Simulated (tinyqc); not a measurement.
Coupled-perturbed Hartree-Fock on RHF in the sto-3g basis, for BeH2, spin multiplicity 1, step by step. One step of it, computed by the program tinyqc.

Task: Integrals over molecular orbitals. (pq|rs) = sum C_ip C_jq C_kr C_ls (ij|kl), one index at a time.

coefficients C:
```
               MO1        MO2        MO3        MO4       MO5        MO6        MO7
1Be 1s    0.991785  -0.217525   0.000000   0.028806  0.000000  -0.224222   0.000000
1Be 2s    0.031664   0.580250   0.000000  -0.125806  0.000000   1.137908   0.000000
1Be 2px   0.000000   0.000000   0.000000   0.000000  1.000000   0.000000   0.000000
1Be 2py   0.000000   0.000000   0.499404   0.000000  0.000000   0.000000   1.330589
1Be 2pz  -0.000031   0.013635   0.000000   0.991844  0.000000   0.136445   0.000000
2H 1s    -0.003496   0.392641   0.416118   0.056728  0.000000  -0.774044  -0.928254
3H 1s    -0.003496   0.392641  -0.416118   0.056728  0.000000  -0.774044   0.928254
```

core Hamiltonian H = T + V (hartree):
```
            1Be 1s     1Be 2s    1Be 2px    1Be 2py    1Be 2pz      2H 1s      3H 1s
1Be 1s   -8.603898  -2.123465   0.000000   0.000000  -0.001832  -0.465697  -0.465697
1Be 2s   -2.123465  -2.802403   0.000000   0.000000  -0.016019  -1.149430  -1.149430
1Be 2px   0.000000   0.000000  -2.264151   0.000000   0.000000   0.000000   0.000000
1Be 2py   0.000000   0.000000   0.000000  -2.474752   0.000000  -1.222252   1.222252
1Be 2pz  -0.001832  -0.016019   0.000000   0.000000  -2.264874  -0.073205  -0.073205
2H 1s    -0.465697  -1.149430   0.000000  -1.222252  -0.073205  -2.116835  -0.088673
3H 1s    -0.465697  -1.149430   0.000000   1.222252  -0.073205  -0.088673  -2.116835
```

Two-electron integrals (ij|kl) in chemists' order, unique and non-zero (hartree):
```
(11|11) 2.298831    (21|11) 0.392036    (21|21) 0.079539    (22|11) 0.570988
(22|21) 0.143041    (22|22) 0.417683    (31|31) 0.014607    (32|31) 0.021888
(32|32) 0.092265    (33|11) 0.569578    (33|21) 0.143083    (33|22) 0.417589
(33|33) 0.449859    (41|41) 0.014607    (42|41) 0.021888    (42|42) 0.092265
(43|43) 0.024249    (44|11) 0.569578    (44|21) 0.143083    (44|22) 0.417589
(44|33) 0.401360    (44|44) 0.449859    (51|51) 0.014607    (52|51) 0.021888
(52|52) 0.092265    (53|53) 0.024249    (54|54) 0.024249    (55|11) 0.569578
(55|21) 0.143083    (55|22) 0.417589    (55|33) 0.401360    (55|44) 0.401360
(55|55) 0.449859    (61|11) 0.083876    (61|21) 0.017008    (61|22) 0.030837
(61|33) 0.030616    (61|41) 0.001508    (61|42) 0.002839    (61|44) 0.031292
(61|51) 0.000088    (61|52) 0.000166    (61|54) 0.000040    (61|55) 0.030619
(61|61) 0.003815    (62|11) 0.199716    (62|21) 0.050744    (62|22) 0.160937
(62|33) 0.154881    (62|41) 0.006642    (62|42) 0.040391    (62|44) 0.172844
(62|51) 0.000389    (62|52) 0.002366    (62|54) 0.001052    (62|55) 0.154943
(62|61) 0.012002    (62|62) 0.091556    (63|31) 0.004708    (63|32) 0.021912
(63|43) 0.007033    (63|53) 0.000412    (63|63) 0.008528    (64|11) 0.212580
(64|21) 0.054681    (64|22) 0.181902    (64|33) 0.171121    (64|41) 0.010808
(64|42) 0.062887    (64|44) 0.203219    (64|51) 0.000357    (64|52) 0.002400
(64|54) 0.001468    (64|55) 0.171183    (64|61) 0.013531    (64|62) 0.117818
(64|64) 0.156760    (65|11) 0.012452    (65|21) 0.003203    (65|22) 0.010655
(65|33) 0.010024    (65|41) 0.000357    (65|42) 0.002400    (65|44) 0.011080
(65|51) 0.004729    (65|52) 0.022053    (65|54) 0.007095    (65|55) 0.010851
(65|61) 0.000793    (65|62) 0.006901    (65|64) 0.008683    (65|65) 0.009037
(66|11) 0.366063    (66|21) 0.094698    (66|22) 0.336252    (66|33) 0.311855
(66|41) 0.014695    (66|42) 0.114812    (66|44) 0.384531    (66|51) 0.000861
(66|52) 0.006725    (66|54) 0.004257    (66|55) 0.312104    (66|61) 0.023010
(66|62) 0.241917    (66|64) 0.330801    (66|65) 0.019377    (66|66) 0.774606
(71|11) 0.083876    (71|21) 0.017008    (71|22) 0.030837    (71|33) 0.030616
(71|41) -0.001508   (71|42) -0.002839   (71|44) 0.031292    (71|51) 0.000088
(71|52) 0.000166    (71|54) -0.000040   (71|55) 0.030619    (71|61) 0.003483
(71|62) 0.010129    (71|64) 0.010510    (71|65) 0.000674    (71|66) 0.018661
(71|71) 0.003815    (72|11) 0.199716    (72|21) 0.050744    (72|22) 0.160937
(72|33) 0.154881    (72|41) -0.006642   (72|42) -0.040391   (72|44) 0.172844
(72|51) 0.000389    (72|52) 0.002366    (72|54) -0.001052   (72|55) 0.154943
(72|61) 0.010129    (72|62) 0.047956    (72|64) 0.049369    (72|65) 0.003567
(72|66) 0.093608    (72|71) 0.012002    (72|72) 0.091556    (73|31) 0.004708
(73|32) 0.021912    (73|43) -0.007033   (73|53) 0.000412    (73|63) 0.003555
(73|73) 0.008528    (74|11) -0.212580   (74|21) -0.054681   (74|22) -0.181902
(74|33) -0.171121   (74|41) 0.010808    (74|42) 0.062887    (74|44) -0.203219
(74|51) -0.000357   (74|52) -0.002400   (74|54) 0.001468    (74|55) -0.171183
(74|61) -0.010510   (74|62) -0.049369   (74|64) -0.048931   (74|65) -0.003615
(74|66) -0.095193   (74|71) -0.013531   (74|72) -0.117818   (74|74) 0.156760
(75|11) 0.012452    (75|21) 0.003203    (75|22) 0.010655    (75|33) 0.010024
(75|41) -0.000357   (75|42) -0.002400   (75|44) 0.011080    (75|51) 0.004729
(75|52) 0.022053    (75|54) -0.007095   (75|55) 0.010851    (75|61) 0.000674
(75|62) 0.003567    (75|64) 0.003615    (75|65) 0.003814    (75|66) 0.007120
(75|71) 0.000793    (75|72) 0.006901    (75|74) -0.008683   (75|75) 0.009037
(76|11) 0.015009    (76|21) 0.003714    (76|22) 0.010503    (76|33) 0.010340
(76|44) 0.010812    (76|51) 0.000057    (76|52) 0.000277    (76|55) 0.010351
(76|61) 0.000804    (76|62) 0.004161    (76|64) 0.004776    (76|65) 0.000343
(76|66) 0.008936    (76|71) 0.000804    (76|72) 0.004161    (76|74) -0.004776
(76|75) 0.000343    (76|76) 0.000269    (77|11) 0.366063    (77|21) 0.094698
(77|22) 0.336252    (77|33) 0.311855    (77|41) -0.014695   (77|42) -0.114812
(77|44) 0.384531    (77|51) 0.000861    (77|52) 0.006725    (77|54) -0.004257
(77|55) 0.312104    (77|61) 0.018661    (77|62) 0.093608    (77|64) 0.095193
(77|65) 0.007120    (77|66) 0.184492    (77|71) 0.023010    (77|72) 0.241917
(77|74) -0.330801   (77|75) 0.019377    (77|76) 0.008936    (77|77) 0.774606
```

Give: one-electron integrals over orbitals h = C^T H C; Two-electron integrals over orbitals.

Result:

one-electron integrals over orbitals h = C^T H C (hartree):
```
        1       2       3       4       5       6       7
1  -8.592   0.216   0.000  -0.030   0.000   0.199   0.000
2   0.216  -2.385   0.000   0.009   0.000  -0.209   0.000
3   0.000   0.000  -2.336   0.000   0.000   0.000  -0.298
4  -0.030   0.009   0.000  -2.261   0.000  -0.031   0.000
5   0.000   0.000   0.000   0.000  -2.264   0.000   0.000
6   0.199  -0.209   0.000  -0.031   0.000  -1.910   0.000
7   0.000   0.000  -0.298   0.000   0.000   0.000  -1.838
```

Two-electron integrals over orbitals (pq|rs), unique and non-zero (hartree):
```
(11|11) 2.272       (21|11) -0.192      (21|21) 0.025       (22|11) 0.473
(22|21) -0.006      (22|22) 0.387       (31|31) 0.006       (32|31) 0.013
(32|32) 0.162       (33|11) 0.440       (33|21) -2.57e-03   (33|22) 0.400
(33|33) 0.423       (41|11) 0.025       (41|21) -2.96e-03   (41|22) 1.96e-03
(41|33) 1.12e-03    (41|41) 0.016       (42|11) -0.011      (42|21) 9.65e-04
(42|22) 0.006       (42|33) 0.006       (42|41) 0.015       (42|42) 0.048
(43|31) -6.80e-05   (43|32) 0.008       (43|43) 0.014       (44|11) 0.568
(44|21) -0.008      (44|22) 0.361       (44|33) 0.347       (44|41) -3.21e-03
(44|42) -0.016      (44|44) 0.451       (51|51) 0.016       (52|51) 0.015
(52|52) 0.048       (53|53) 0.014       (54|51) -2.04e-03   (54|52) -0.005
(54|54) 0.025       (55|11) 0.569       (55|21) -0.008      (55|22) 0.362
(55|33) 0.347       (55|41) 8.09e-04    (55|42) -0.005      (55|44) 0.401
(55|55) 0.450       (61|11) -0.187      (61|21) 0.025       (61|22) -0.006
(61|33) -3.41e-03   (61|41) -1.29e-03   (61|42) 2.35e-03    (61|44) -0.006
(61|55) -0.005      (61|61) 0.025       (62|11) 0.124       (62|21) -0.006
(62|22) -0.019      (62|33) -0.044      (62|41) 2.29e-03    (62|42) -2.23e-03
(62|44) 0.058       (62|55) 0.059       (62|61) -4.45e-03   (62|62) 0.080
(63|31) -1.46e-03   (63|32) -0.093      (63|43) -0.006      (63|63) 0.084
(64|11) 0.011       (64|21) 2.28e-04    (64|22) 1.86e-03    (64|33) -1.97e-03
(64|41) 0.016       (64|42) 0.045       (64|44) -2.84e-03   (64|55) 4.07e-03
(64|61) 2.06e-03    (64|62) 0.013       (64|64) 0.048       (65|51) 0.016
(65|52) 0.047       (65|54) -3.61e-03   (65|65) 0.050       (66|11) 0.471
(66|21) -0.007      (66|22) 0.388       (66|33) 0.399       (66|41) 0.005
(66|42) 0.015       (66|44) 0.359       (66|55) 0.361       (66|61) -0.006
(66|62) -0.029      (66|64) 0.010       (66|66) 0.406       (71|31) 0.010
(71|32) 0.019       (71|43) -3.59e-04   (71|63) -9.04e-04   (71|71) 0.020
(72|31) 4.06e-03    (72|32) -0.042      (72|43) -0.007      (72|63) 0.061
(72|71) 0.008       (72|72) 0.057       (73|11) 0.145       (73|21) -4.54e-03
(73|22) -2.61e-03   (73|33) -0.019      (73|41) -1.63e-04   (73|42) -0.010
(73|44) 0.064       (73|55) 0.065       (73|61) -3.56e-03   (73|62) 0.075
(73|64) 0.005       (73|66) -0.023      (73|73) 0.085       (74|31) -1.57e-03
(74|32) -0.016      (74|43) 0.013       (74|63) 0.010       (74|71) -2.65e-03
(74|72) 2.74e-03    (74|74) 0.019       (75|53) 0.014       (75|75) 0.017
(76|31) 0.010       (76|32) 0.140       (76|43) 0.009       (76|63) -0.092
(76|71) 0.016       (76|72) -0.052      (76|74) -0.014      (76|76) 0.137
(77|11) 0.563       (77|21) -0.008      (77|22) 0.415       (77|33) 0.432
(77|41) 6.96e-04    (77|42) 1.33e-03    (77|44) 0.385       (77|55) 0.385
(77|61) -0.008      (77|62) -0.028      (77|64) -3.75e-03   (77|66) 0.424
(77|73) -3.44e-03   (77|77) 0.472
```
